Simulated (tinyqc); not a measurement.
Long-channel MOSFET, surface-potential model: two steps of the calculation.

n-channel transistor on a uniformly doped p-type body, gradual-channel approximation, constant mobility, Boltzmann statistics, full ionisation. Potentials are counted from the neutral body; V is the electron quasi-Fermi potential, Vsb at the source and Vsb + Vds at the drain. Charges are magnitudes per area.

Values chosen for this exercise; material values close to those of silicon: temperature T = 350 K; flat-band voltage Vfb = -0.48 V; source-body reverse bias Vsb = 0.3 V; gate-source voltage Vgs = 1.46 V.

Constants: q = 1.602176634e-19 C, kB = 1.380649e-23 J/K, Vt = kB T/q. Results are converted to the units shown.

Task 1. Surface potential at the source by Newton steps. With V = Vsb: G = psi - Vt + Vt e, e = exp((psi - 2 phiF - Vsb)/Vt); f = Vgs + Vsb - Vfb - psi - gamma sqrt(G); f' = -1 - gamma (1 + e)/(2 sqrt(G)); psi(new) = psi - f/f'.

psi after iteration 1 = 1.3957496 V
phiF = 0.46708247 V
gamma = 0.35412128 V^0.5

Wanted: G; f; f'; psi after iteration 2.

Result 1.

G = 7.765 V
f = -0.1426 V
f' = -14.55
psi after iteration 2 = 1.386 V

Task 2. Inversion charge along the channel. The surface potential psi at channel potential V solves Vgs + Vsb - Vfb - psi = gamma sqrt(G), G = psi - Vt + Vt exp((psi - 2 phiF - V)/Vt). Charge sheet: Qi = Cox gamma [sqrt(G) - sqrt(psi - Vt)]. Pao-Sah: Qi = (Cox gamma/2) integral from 3 Vt to psi of exp((u - 2 phiF - V)/Vt)/sqrt(G(u, V)) du.

V, point 0 to 10 (V): 0.3  0.31  0.32  0.33  0.34  0.35  0.36  0.37  0.38  0.39  0.4
phiF = 0.46708247 V
Cox = 2.0580004 uF/cm^2
gamma = 0.35412128 V^0.5

Wanted: psi; Qi, charge sheet; Qi, Pao-Sah.

Result 2.

```
point  psi (V)  Qi, charge sheet (nC/cm^2)  Qi, Pao-Sah (nC/cm^2)
0        1.385                       911.4                  919.8
1        1.394                       889.8                  898.1
2        1.403                       868.3                  876.3
3        1.412                       846.9                  854.7
4        1.421                       825.5                  833.1
5        1.430                       804.1                  811.5
6        1.439                       782.8                  790.0
7        1.448                       761.6                  768.6
8        1.457                       740.4                  747.2
9        1.466                       719.3                  725.9
10       1.475                       698.3                  704.6
```

At the source the charge-sheet charge is 0.92 % below the Pao-Sah one.

tinyqc, about 0.03 s, one thread, Intel Xeon 2.30GHz (shared host): `OMP_NUM_THREADS=1 python tinyqc.py 2360021 2360022 out.jsonl`
